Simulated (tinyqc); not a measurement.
# Floating body of a partially depleted SOI transistor: body voltage and kink, step by step

Computed by the program tinyqc: `OMP_NUM_THREADS=1 python tinyqc.py 2182145 2182146 out.jsonl`, one thread of a shared Intel Xeon 2.30GHz, about 0.2 s for the whole run. Printed values are rounded.

Source at 0 V. Channel current Ic = 2 nf K Vt^2 [F(0) - F(Vd)](1 + la Vd), F(V) = ln^2(1 + exp((Vg - VT - nf V)/(2 nf Vt))), VT = VT0 - gb Vb. Saturation voltage Vs = 2 Vt sqrt(F(0)) + 3 Vt, excess Ve = (Vd - Vs + sqrt((Vd - Vs)^2 + 0.0004 V^2))/2, multiplication M1 = Ai Ve exp(-Bl/Ve). Each junction passes D(v) = J1 (exp(v/Vt) - 1) + J2 (exp(v/(2 Vt)) - 1). Bipolar current Ib = bb J1 (exp(Vb/Vt) - 1). The body settles where M1 (Ic + Ib) = D(Vb) + D(Vb - Vd) + Vb/Rb; drain current Id = (1 + M1)(Ic + Ib) - D(Vb - Vd).

Inputs (values chosen for the exercise); values of the order met in partially depleted silicon-on-insulator transistors: temperature T = 330 K; threshold at zero body voltage VT0 = 0.51 V; fall of the threshold per volt of body voltage gb = 0.19; slope factor nf = 1.42; gain factor per width K = 130 uA/(V^2 um); channel-length modulation factor la = 0.09 1/V; impact-ionisation prefactor Ai = 1.64 1/V; impact-ionisation voltage Bl = 7.8 V; diffusion saturation current of each junction J1 = 1e-11 uA/um; recombination saturation current of each junction J2 = 5.7e-9 uA/um; gain of the lateral bipolar transistor on the diffusion current bb = 0.5; resistance of a weak body tie to the source (1e9 stands for no tie, and the term is then dropped) Rb = 1e9 kohm um; gate voltage Vg = 0.81 V; drain voltage Vd = 2.5 V.

Constants: q = 1.602176634e-19 C, kB = 1.380649e-23 J/K, Vt = kB T/q. Results are converted to the units shown.

Range of the model: The multiplication law is an empirical form chosen for the exercise; self-heating and capacitive coupling to the body are left out, and the linear laws are rough once Vb passes about 0.7 V or M1 about 0.1.

## Starting value

Vb = 0.82 V.

Vb at the start = 0.82 V

## Iteration 1: new Vb

Current into the body I_in = M1 (Ic + Ib) - D(Vb - Vd), current out I_out = D(Vb) + Vb/Rb; f = ln(I_in/I_out), s = df/dVb by central differences over 1e-5 V, Vb(new) = Vb - f/s.

Ic = 11.6642 uA/um
Ve = 2.09355 V
M1 = 0.0827300
I_in = 2.34446 uA/um
I_out = 33.3596 uA/um
f = -2.65529
s = -14.4277 1/V
Vb after iteration 1 = 0.635958 V

## Iteration 2: new Vb

As before.

Ic = 9.95143 uA/um
Ve = 2.11807 V
M1 = 0.0873872
I_in = 0.871881 uA/um
I_out = 0.0519788 uA/um
f = 2.81982
s = -34.3353 1/V
Vb after iteration 2 = 0.718084 V

## Iteration 3: new Vb

As before.

Ic = 10.6985 uA/um
Ve = 2.10713 V
M1 = 0.0852905
I_in = 0.951973 uA/um
I_out = 0.927766 uA/um
f = 0.0257573
s = -33.1406 1/V
Vb after iteration 3 = 0.718862 V

## Course of the iteration

Stop when the step is below 1e-10 V, or after 40 iterations.

Course of the iteration:

| iteration | Vb before the step (V) | step (V) |
|---|---|---|
| 1 | 0.82 | -0.184 |
| 2 | 0.635958 | 0.0821 |
| 3 | 0.718084 | 7.77e-4 |
| 4 | 0.718862 | 4.22e-7 |
| 5 | 0.718862 | 1.26e-13 |

Converged in 5 iterations.

## Drain current with floating and with grounded body

converged Vb = 0.718862 V

Id and VT at the converged Vb, Id at Vb = 0, their ratio, and the bipolar share Ib/(Ic + Ib).

VT = 0.373416 V
Id, floating = 12.1350 uA/um
Id, grounded = 5.64683 uA/um
ratio = 2.14900
bipolar share = 4.25568 %

The body rises to 0.719 V and lowers the threshold by 137 mV.
